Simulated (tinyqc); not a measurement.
## Amplitude against the length of the filling pulse

In DLTS the amplitude of the capacitance transient follows the share of traps filled by the pulse. In the neutral layer an empty trap fills as 1 - exp(-tp/tc), tc = 1/(sn vth(T) Nd), vth(T) = vth (T/300 K)^0.5; emission during the pulse and slow capture at the depletion edge are neglected.

Parameters, values chosen for the exercise:
- vth = 4.2e7 cm/s (thermal velocity at 300 K)
- Nd = 1.9e16 cm^-3 (shallow donor density)
- sn = 2.6e-14 cm^2 (capture cross-section)
- T = 167 K (temperature of the transient)

Results:

| tp (s) | tp/tc | amplitude over its full value | ln(1 - that) |
|---|---|---|---|
| 4.2e-12 | 0.06502 | 0.06295 | -0.06502 |
| 7.6e-12 | 0.1176 | 0.1110 | -0.1176 |
| 1.4e-11 | 0.2167 | 0.1948 | -0.2167 |
| 2.5e-11 | 0.3870 | 0.3209 | -0.3870 |
| 4.6e-11 | 0.7121 | 0.5094 | -0.7121 |
| 1.5e-10 | 2.322 | 0.9019 | -2.322 |
| 2.7e-10 | 4.180 | 0.9847 | -4.180 |
| 5e-10 | 7.740 | 0.9996 | -7.740 |

Estimate the missing row, tp = 8.3e-11 s.

Computed row:

| tp (s) | tp/tc | amplitude over its full value | ln(1 - that) |
|---|---|---|---|
| 8.3e-11 | 1.285 | 0.7233 | -1.285 |

With this row back in the table: The amplitude rises from 0.0629 to 1.00 of its full value. The last column is linear in tp with slope -1/tc, tc = 6.46e-11 s, which gives the cross-section from Nd and vth, independently of the Arrhenius intercept; 99 % filling needs 2.97e-10 s.

Numbers from tinyqc (`OMP_NUM_THREADS=1 python tinyqc.py 2050056 2050057 out.jsonl`; about 0.01 s on one thread of a shared Intel Xeon 2.30GHz).
